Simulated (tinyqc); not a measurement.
Precursor delivery by bubblers, mass-transport growth and the solid composition of a III-V alloy. Changing the total flow F_t. Computed by tinyqc, a small Python program. Command: `OMP_NUM_THREADS=1 python tinyqc.py 3030763 3030764 out.jsonl movpe_thermo sweep`. One thread of a shared host (Intel(R) Xeon(R) Processor @ 2.30GHz), about 0.01 s of CPU time with the checks.

1 sccm = 44.615 micromol/min; 1 torr = 133.322 Pa. The sources decompose fully at the surface.

Inputs (values chosen for the exercise, modelled on triethylgallium (source 1) and trimethylindium (source 2) for the vapour pressures):

| quantity | value | unit |
|---|---|---|
| bath temperature T1 | 288 | K |
| bath temperature T2 | 290 | K |
| bubbler pressure p_b | 1000 | torr |
| carrier flow F1 | 69 | sccm |
| carrier flow F2 | 340 | sccm |
| group-V flow F_V | 400 | sccm |
| reactor pressure p | 200 | torr |
| growth temperature T | 890 | K |
| diffusivity at 273 K and 760 torr | 0.49 | cm^2/s |
| flow cross-section A | 29 | cm^2 |
| distance from the leading edge z | 12 | cm |
| lattice constant a | 5.66 | angstrom |
| interaction L0 of the solid | 8.8 | kJ/mol |
| vapour fraction x_v of D among the group-V sources | 0.15 | - |
| exchange energy dG_x of AC + (1/2) D2 -> AD + (1/2) C2 | 17 | kJ/mol |

Alloy: mixing on the group-V sites.

constants a, b of source 1 (log10 torr, K): 8.064  2162

constants a, b of source 2 (log10 torr, K): 10.49  3014

Constants: k_B = 1.380649e-23 J/K; R = 8.314462618 J/(mol K).

Method:
- log10 p_v = a - b/T_bath; molar flow = F x 44.615 x p_v/(p_b - p_v) for a saturated bubbler.
- p_i = p n_i/(44615 F_t), F_t in slm; p_V = p F_V/(1000 F_t), counted per molecule supplied; V/III = 44.615 F_V/(n1 + n2); vapour fraction of source 2 = n2/(n1 + n2).
- Mean velocity u = (F_t/A)(760/p)(T/273); D = D0 (T/273)^1.75 (760/p); boundary layer delta = sqrt(pi D z/u); flux = D dp/(delta k_B T); growth rate = flux x a^3/4.
- At high V/III the group-V pressures at the surface equal those supplied, as dimers: p_D2/p_C2 = x_v/(1 - x_v). Equilibrium of the solid AC(1-x)D(x), A standing for the mix of both group-III metals: ln[x/(1 - x)] + L0 (1 - 2x)/(R T) = -dG_x/(R T) + (1/2) ln[x_v/(1 - x_v)]. Growth rate = rate per torr x (p_1 + p_2). Sensitivity dx/dx_v = [1/(2 x_v (1 - x_v))]/[1/(x (1 - x)) - 2 L0/(R T)].

One run for each value:

| total flow F_t (slm) | growth rate (micrometre/h) | boundary layer delta (cm) | velocity u (cm/s) |
|---|---|---|---|
| 2.0 | 2.820 | 6.244 | 14.2 |
| 3.3 | 2.195 | 4.861 | 23.5 |
| 5.4 | 1.716 | 3.800 | 38.4 |
| 8.9 | 1.337 | 2.960 | 63.4 |
| 15.0 | 1.030 | 2.280 | 106.8 |
| 24.0 | 0.814 | 1.803 | 170.9 |
| 40.0 | 0.631 | 1.396 | 284.8 |

What does the table show, and why?

Over the rows, growth rate (micrometre/h) falls from 2.82 to 0.631 (exponent d ln y / d ln x about -0.50 throughout); boundary layer delta (cm) falls from 6.24 to 1.40 (exponent d ln y / d ln x about -0.50 throughout); velocity u (cm/s) rises from 14.2 to 285 (exponent d ln y / d ln x about 1.0 throughout). The exponent of growth rate stays at -0.50: dilution as 1/F_t against a thinner boundary layer.

Caution (all rows): the boundary layer is a quarter or more of the root of the cross-section, so it fills much of the channel and depletion along the flow matters.

Extremes, crossings and ranges named in words are read from the listed rows.
